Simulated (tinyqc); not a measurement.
Octagonal on-chip spiral inductor, lumped pi model: quality factor against frequency.

Outer diameter do = di + 2 n wd + 2 (n - 1) sp, mean da = (do + di)/2, fill p = (do - di)/(do + di), length l = 3.314 n da. L = 2.25 mu0 n^2 da/(1 + 3.55 p), mu0 = 4 pi 1e-7 H/m. Rs = rho l/(wd delta (1 - exp(-th/delta))), delta = sqrt(rho/(pi f mu0)). Cs = n wd^2 eps0 eo/hu across the coil. At each end Cox = l wd eps0 eo/(2 ho) leads to the substrate branch Rsi = 2 rs he/(l wd) in parallel with Csi = l wd eps0 11.7/(2 he). With one end grounded Y = 1/(Rs + i w L) + i w Cs + 1/[1/(i w Cox) + 1/(1/Rsi + i w Csi)], w = 2 pi f; Q = -Im Y/Re Y. Eddy currents in neighbouring turns and in the substrate are left out.

Apparent inductance Im(1/Y)/w; share of the loss Re(substrate branch)/Re Y.

Inputs (values chosen for the exercise); values of the order met in silicon radio-frequency processes:
- n = 3.5 (number of turns)
- wd = 10 um (line width)
- sp = 3 um (space between turns)
- di = 40 um (inner diameter)
- th = 3 um (metal thickness)
- rho = 3 uohm cm (metal resistivity)
- ho = 9.4 um (oxide below the coil)
- hu = 1.5 um (oxide between coil and underpass)
- eo = 4.1 (relative permittivity of the oxide)
- rs = 10 ohm cm (substrate resistivity)
- he = 80 um (effective spreading depth in the substrate)

Constants: eps0 = 8.8541878128e-12 F/m. Results are converted to the units shown.

Quality factor against frequency:
```
f (GHz)  Rs (ohm)  w L/Rs      Q  apparent inductance (nH)  loss in the substrate (%)
0.73        1.470   3.152  3.150                     1.011                    0.01864
1.2         1.638   4.650  4.637                     1.011                     0.1095
1.9         1.848   6.527  6.469                     1.013                     0.5247
3.2         2.173   9.346  9.027                     1.018                      2.558
5.2         2.591   12.74  11.44                     1.029                      8.383
8.5         3.169   17.02  12.94                     1.055                      20.40
14          3.964   22.42  12.29                     1.130                      38.35
23          5.022   29.07  8.712                     1.396                      58.09
37          6.343   37.02  2.625                     3.203                      74.27
```

What does the table show?

Q goes from 3.15 through a maximum of 12.9 (at f = 8.5 GHz among the rows listed) to 2.62; the exact peak is 13.0 at 9.71 GHz and Q reaches zero at the self-resonance, 43.5 GHz. The share of the substrate rises from 0.0186 to 74.3 %, and the apparent inductance ends at 3.17 times L. At the peak the substrate takes 24.7 % of the loss. For f = 37 the coil is longer than 0.15 of a wavelength in the oxide, where one lumped section is rough.

Program tinyqc, `OMP_NUM_THREADS=1 python tinyqc.py 2302189 2302190 out.jsonl`; Intel Xeon 2.30GHz, shared host, one thread, about 0.01 s.
